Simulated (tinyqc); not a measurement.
From results back to parameters: inversion layer as a triangular well, valleys of the Si type. Four cases, with inputs chosen for the exercise.

Problem. The spacing of the two lowest levels of one ladder was computed from a hidden sheet density Ns.

The field is taken as constant, e F = 4 pi (e^2/4 pi eps0)(Nd + eta Ns)/eps, with 1e12/cm^2 = 1e-4/angstrom^2, and the oxide as a hard wall at z = 0; c = hbar^2/2m0.

Level j of a valley lies at E_j = a_j (c (e F)^2/m_z)^(1/3) above the band edge at the surface, with the Airy zeros a_j = 2.338107, 4.087949, 5.520560, 6.786708, 7.944134, 9.022651, 10.040174, 11.008524, 11.936016, 12.828777, and has <z> = 2 E_j/(3 e F).

Constants: hbar^2/2m0 = 3.80998211 eV angstrom^2; e^2/(4 pi eps0) = 14.39964547 eV angstrom.

Find: F; Ns.

Method. e F = sqrt(m_z/c) [(E_1 - E_0)/(a_1 - a_0)]^(3/2), with a_0 and a_1 the first two zeros; then Ns = (eps e F/(4 pi e^2/4 pi eps0) - Nd)/eta.

Case 1.

Values chosen (near those of Si; the results hold for these values, not for the real material): m_z = 0.917 m0 (confinement mass); eps = 11.8 (dielectric constant); Nd = 2.8 x 1e12/cm^2 (depletion charge); eta = 0.5 (share of Ns in the effective field).

E_1 - E_0 = 159.4501 meV

Solution.

F = 1.3495 MV/cm
Ns = 12.00 x 1e12/cm^2

Case 2.

Values chosen (near those of Si; the results hold for these values, not for the real material): m_z = 0.314 m0 (confinement mass); eps = 11.8 (dielectric constant); Nd = 0.29 x 1e12/cm^2 (depletion charge); eta = 0.5 (share of Ns in the effective field).

E_1 - E_0 = 64.9910 meV

Solution.

F = 0.2055 MV/cm
Ns = 2.10 x 1e12/cm^2

Case 3.

Values chosen (near those of Si; the results hold for these values, not for the real material): m_z = 0.899 m0 (confinement mass); eps = 11.5 (dielectric constant); Nd = 0.96 x 1e12/cm^2 (depletion charge); eta = 0.5 (share of Ns in the effective field).

E_1 - E_0 = 47.4841 meV

Solution.

F = 0.2171 MV/cm
Ns = 0.84 x 1e12/cm^2

Case 4.

Values chosen (near those of Si; the results hold for these values, not for the real material): m_z = 0.909 m0 (confinement mass); eps = 11.9 (dielectric constant); Nd = 1.7 x 1e12/cm^2 (depletion charge); eta = 0.5 (share of Ns in the effective field).

E_1 - E_0 = 82.6934 meV

Solution.

F = 0.5018 MV/cm
Ns = 3.20 x 1e12/cm^2

Computed by tinyqc, one run a case: `OMP_NUM_THREADS=1 python tinyqc.py N N+1 out.jsonl` with N = 1251252, 1251263, 1251306, 1251359; one thread of a shared Intel(R) Xeon(R) Processor @ 2.30GHz, about 0.05 s a run at most.
